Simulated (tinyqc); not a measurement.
# Cell and bit-line capacitance from two signals

Question. In a DRAM a freshly written one gives the bit-line signal (Vd/2) Cs/(Cs + Cb). Find Cs and Cb.

Parameters, values chosen for the exercise:
```
symbol  value  unit        meaning
Vd        1.3     V  array voltage
```

signal of a fresh one without and with 20 fF added to the bit line (mV): [146.56863, 122.54098]

Solution. (Vd/2)/signal = 1 + Cb/Cs, and the added capacitance raises it by its ratio to Cs.

Cs = 23.00 fF
Cb = 79.00 fF

Program tinyqc, `OMP_NUM_THREADS=1 python tinyqc.py 2130095 2130096 out.jsonl`; Intel Xeon 2.30GHz, shared host, one thread, about 0.01 s.
